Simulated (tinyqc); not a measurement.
Hubbard chain of 4 sites, step by step. Computed by tinyqc, a small Python program that keeps every step. Settings: hopping = 1.77, U = 4.7, mixing = 0.2, iteration cap = 64. Command: `OMP_NUM_THREADS=1 python tinyqc.py 23388 23389 out.jsonl` (the two numbers bound the seeds that draw the settings). One thread of a shared host (Intel(R) Xeon(R) Processor @ 2.60GHz), about 0.2 s of CPU time with the checks. Later iterations appear only in the table of the cycle.

## Mean-field iteration 1

one-body matrix (hopping and site energies) (eV):
```
          1         2         3         4
1   0.00000  -1.77000   0.00000   0.00000
2  -1.77000   0.00000  -1.77000   0.00000
3   0.00000  -1.77000   0.00000  -1.77000
4   0.00000   0.00000  -1.77000   0.00000
```

U = 4.70000 eV

electrons, up and down: 2  2

mixing = 0.20000

n(up) at the start (a guess, not normalised): 1 0.55000, 2 0.45000, 3 0.55000, 4 0.45000

n(down) at the start (a guess): 1 0.45000, 2 0.55000, 3 0.45000, 4 0.55000

H(up) = T + U n(down), H(down) = T + U n(up); fill the lowest levels; n(new) = n + mixing (n(out) - n); E = tr T (rho up + rho down) + U sum n_up n_down of the output.

levels, up (eV): -0.52355  1.23112  3.46888  5.22355

levels, down (eV): -0.52355  1.23112  3.46888  5.22355

energy = -3.25162 eV

n(up) after iteration 1: 1 0.55746, 2 0.44828, 3 0.55172, 4 0.44254

n(down) after iteration 1: 1 0.44254, 2 0.55172, 3 0.44828, 4 0.55746

## Mean-field iteration 2

As before.

levels, up (eV): -0.52494  1.22508  3.47492  5.22494

levels, down (eV): -0.52494  1.22508  3.47492  5.22494

energy = -3.25924 eV

n(up) after iteration 2: 1 0.56527, 2 0.44587, 3 0.55413, 4 0.43473

n(down) after iteration 2: 1 0.43473, 2 0.55413, 3 0.44587, 4 0.56527

## Convergence

Each step fills the lowest levels of T + U n(other spin) and sets n(new) = n + mixing (n(out) - n); stop when output and input agree to 1e-8.

Course of the cycle:
```
iteration      E (eV)  largest |n(out) - n(in)|  mean |n_up - n_down|
1          -3.2516156                  3.73e-02               0.14591
2          -3.2592386                  3.91e-02               0.16029
3          -3.2681209                  4.11e-02               0.17582
4          -3.2783901                  4.33e-02               0.19247
5          -3.2901408                  4.57e-02               0.21020
6          -3.3034183                  4.81e-02               0.22890
7          -3.3182037                  5.05e-02               0.24846
8          -3.3344003                  5.28e-02               0.26872
9          -3.3518274                  5.48e-02               0.28947
10         -3.3702217                  5.65e-02               0.31050
11         -3.3892514                  5.77e-02               0.33155
...               ...                       ...                   ...
54         -3.5969297                  2.20e-03               0.62249
55         -3.5969445                  1.99e-03               0.62290
56         -3.5969565                  1.80e-03               0.62327
57         -3.5969663                  1.63e-03               0.62360
58         -3.5969743                  1.47e-03               0.62390
59         -3.5969807                  1.33e-03               0.62417
60         -3.5969860                  1.20e-03               0.62441
61         -3.5969903                  1.08e-03               0.62463
62         -3.5969938                  9.79e-04               0.62483
63         -3.5969966                  8.84e-04               0.62501
64         -3.5969989                  7.98e-04               0.62517
```

Not converged within 64 iterations: the residual falls steadily but slowly, by a factor of about 0.90 a step. The lowest mean-field energy found from random starts is -3.59701 eV. Reruns (cap 100 unless said): mixing 0.5: converged in 66 (E = -3.59701); mixing 0.9: converged in 33 (E = -3.59701); the original settings with a cap of 400: converged in 173 (E = -3.59701).

## Exact diagonalisation (36 states)

Lowest levels of the sector, and the double occupancy of the lowest state.

lowest levels (eV): -4.44708  -3.22355  -2.00797  -1.48061  -0.68864  -0.15009

double occupancy per site = 0.12589

## The lowest level by Lanczos steps

From a random start vector (not printed): a_j = <q_j|H|q_j>, b_j = norm of the remainder after orthogonalising; the Ritz value is the lowest eigenvalue of the tridiagonal matrix of a and b so far.

Lanczos:
```
j   a_j (eV)  b_j (eV)  lowest Ritz value (eV)
1    5.28051   4.37423               5.2805100
2    4.29183   5.99806               0.3840948
3    3.66201   4.83034              -3.2035791
4    5.94849   3.93572              -4.1975822
5    4.93707   4.06602              -4.3916213
6    6.94165   4.29179              -4.4331514
7    5.94861   4.07055              -4.4426922
8    4.45107   3.69595              -4.4453789
9    3.50818   4.06705              -4.4462608
10   2.78325   3.35354              -4.4468055
```
